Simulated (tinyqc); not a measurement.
# Band bending at a free surface with a continuum of surface states, surface photovoltage and Kelvin probe, step by step

Program tinyqc, `OMP_NUM_THREADS=1 python tinyqc.py 2430006 2430007 out.jsonl`; Intel Xeon 2.30GHz, shared host, one thread, about 0.01 s. Printed values are rounded.

n-type bulk, xi = Ec - EF = Vt ln(Nc/Nd), p0 = ni^2/Nd, ni = sqrt(Nc Nv) exp(-Eg/(2 Vt)), Eg in volts. b is the upward band bending, u = b/Vt. Space charge per area, in units of q: Qc = sign(b) sqrt((2 eps0 eps_r Vt/q) [(Nd + dn)(exp(-u) - 1) + Nd u + (p0 + dn)(exp(u) - 1)]), with dn the excess density under light (flat quasi-Fermi levels; 0 in the dark). The states hold -Ds (E0 - xi - b): negative while the Fermi level lies above the neutrality level. Neutrality: Qc + Qf + (charge of the states) = 0.

Parameters, values chosen for the exercise; band and dielectric values close to those of silicon: temperature T = 300 K; band gap Eg = 1.12 eV; relative permittivity eps_r = 11.6; conduction-band density of states at T Nc = 2.76e19 cm^-3; valence-band density of states at T Nv = 2.67e19 cm^-3; electron affinity chi = 4.06 eV; donor density Nd = 3.1e17 cm^-3; fixed positive charge at the surface Qf = 1.6e10 cm^-2; work function of the probe tip pt = 4.64 eV; density of surface states Ds = 2.6e13 cm^-2 eV^-1; depth of their neutrality level below the conduction edge E0 = 0.35 eV; excess carrier density under light dn = 2e12 cm^-3.

Constants: q = 1.602176634e-19 C, kB = 1.380649e-23 J/K, Vt = kB T/q, eps0 = 8.8541878128e-14 F/cm where lengths are in cm. Results are converted to the units shown.

## Bulk quantities

xi, ni, p0, the Debye length sqrt(eps0 eps_r Vt/(q Nd)) and the flat-band work function chi + xi.

xi = 0.116050 eV
ni = 1.06200e10 cm^-3
p0 = 363.820 cm^-3
Debye length = 7.31163 nm
chi + xi = 4.17605 eV

## Iteration 1: band bending in the dark

b at the start = 0.19 V

Newton step: b(new) = b - (Qc + Qf - Ds (E0 - xi - b))/(dQc/db + Ds), dQc/db = (eps0 eps_r/q) [Nd (1 - exp(-u)) + p0 exp(u)]/Qc.

b after iteration 1 = 0.201207 V

## Iteration 2: band bending in the dark

As before.

b after iteration 2 = 0.201223 V

## Course of the iteration

Stop when b changes by less than 1e-10 V, or after 40 iterations.

Course of the iteration:

| iteration | b (V) | change (V) |
|---|---|---|
| 1 | 0.201207 | 0.0112 |
| 2 | 0.201223 | 1.59e-5 |
| 3 | 0.201223 | 3.01e-11 |

Converged in 3 iterations.

## Work function and Kelvin-probe reading

converged b = 0.201223 V

Work function chi + xi + b; contact potential difference CPD = (work function of the sample) - pt. Depth of EF below Ec at the surface: xi + b. Depletion width Qc/Nd.

xi + b = 0.317273 eV
Qc = 8.34904e11 cm^-2
Qc/Nd = 26.9324 nm
work function = 4.37727 eV
CPD = -262.727 mV

The Fermi level lies 32.7 meV above the neutrality level.

## Surface photovoltage

Under chopped light the surface charge keeps its dark value, so b falls to bL with Qc(bL, dn) = Qc(b, 0); the photovoltage is b - bL. Qc rises with b, so bL follows by bisection.

bL = 0.200829 V
photovoltage = 0.394237 mV
share of b removed = 0.195920 %
excess holes at the surface, dn exp(bL/Vt) = 4.72944e15 cm^-3
